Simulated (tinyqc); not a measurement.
Deal-Grove kinetics of thermal oxidation of silicon: one step, computed by the program tinyqc. Command: `OMP_NUM_THREADS=1 python tinyqc.py 3017339 3017340 out.jsonl oxide walk`. One thread of a shared host (Intel(R) Xeon(R) Processor @ 2.30GHz), about 0.03 s of CPU time with the checks.

Oxidant diffuses through the oxide and reacts at the interface, so that dx/dt = B/(A + 2x) for the oxide thickness x.

Question. Thickness after the oxidation. tau = (x_i^2 + A x_i)/B and x = (A/2) [sqrt(1 + 4 B (t + tau)/A^2) - 1], the root of x^2 + A x = B (t + tau). Silicon consumed is 0.44 times the oxide grown; the rate is B/(A + 2x).

Inputs (values chosen for the exercise, close to those used for silicon): temperature T = 900 C; initial oxide x_i = 0.1 um; time t = 3 h.

Ambient: steam. Surface: (100).

length A = 1.600692 um

parabolic constant B = 0.09346051 um^2/h

Give: tau; oxide thickness x; silicon consumed; final growth rate.

Answer.

tau = 1.8197 h

oxide thickness x = 0.24417 um

silicon consumed = 0.063433 um

final growth rate = 0.044739 um/h

2x/A = 0.305: reaction and diffusion both resist, diffusion with a share 2x/(A + 2x) = 0.23.
